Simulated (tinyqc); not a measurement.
Schottky emission and Poole-Frenkel conduction in an insulator, and how to tell them apart: two steps of the calculation.

Schottky emission (electrode-limited): J = As T^2 exp[-(pb - b sqrt(F))/Vt], b = sqrt(q/(4 pi eps0 ei)). Poole-Frenkel emission (bulk-limited): J = s0 F exp[-(pt - 2 b sqrt(F))/Vt]. F in V/cm.

Values chosen for this exercise; dielectric values close to those of silicon nitride:
- T = 350 K (temperature)
- ei = 3.81 (high-frequency relative permittivity)
- es = 7.66 (static relative permittivity)
- pt = 1.14 eV (trap depth)
- s0 = 0.092 S/cm (Poole-Frenkel prefactor)
- pb = 1.06 eV (electrode barrier)
- As = 57 A/(cm^2 K^2) (Richardson constant)
- F = 1.9 MV/cm (field)

Constants: q = 1.602176634e-19 C, kB = 1.380649e-23 J/K, Vt = kB T/q, eps0 = 8.8541878128e-14 F/cm where lengths are in cm. Results are converted to the units shown.

Task 1. Both currents at one field. Lowerings b sqrt(F) and 2 b sqrt(F); the image-force maximum lies at sqrt(q/(16 pi eps0 ei F)) from the electrode.

Wanted: Schottky lowering; position of the barrier top; Poole-Frenkel lowering; J, Schottky; J, Poole-Frenkel.

Result 1.

Schottky lowering = 267.97 meV
position of the barrier top = 0.70519 nm
Poole-Frenkel lowering = 535.94 meV
J, Schottky = 2.7499e-5 A/cm^2
J, Poole-Frenkel = 3.5037e-4 A/cm^2

Injection and bulk transport act in series, so the smaller capacity limits the current: here the electrode, by a factor of 12.7.

Task 2. Which mechanism made these data. The data come from another sample of the same dielectric, in which one mechanism alone limits the current. Fit straight lines by least squares: ln J on sqrt(F) (Schottky plot, slope b/Vt) and ln(J/F) on sqrt(F) (Poole-Frenkel plot, slope 2 b/Vt), F in V/cm, and read a permittivity from each slope. The right mechanism gives a value near ei, and in any case between ei and es.

```
point  F (MV/cm)  J (A/cm^2)
0           1.12    1.083e-6
1            1.8    6.726e-6
2           2.48    3.023e-5
3           3.15   0.0001097
4           3.83   0.0003552
5            4.5    0.001024
```

Find: slope of the Schottky plot; permittivity read as Schottky; slope of the Poole-Frenkel plot; permittivity read as Poole-Frenkel.

Result 2.

slope of the Schottky plot = 0.0064455 (cm/V)^0.5
permittivity read as Schottky = 3.8102
slope of the Poole-Frenkel plot = 0.0051474 (cm/V)^0.5
permittivity read as Poole-Frenkel = 23.898

Both plots are nearly straight, so straightness decides nothing. Read as Schottky the data give 3.81, which matches ei = 3.81; read as Poole-Frenkel they give 23.9, above even the static value 7.66. The data were made by Schottky emission.

Computed by the program tinyqc: `OMP_NUM_THREADS=1 python tinyqc.py 2370089 2370090 out.jsonl`, one thread of a shared Intel Xeon 2.30GHz, about 0.01 s for the whole run.
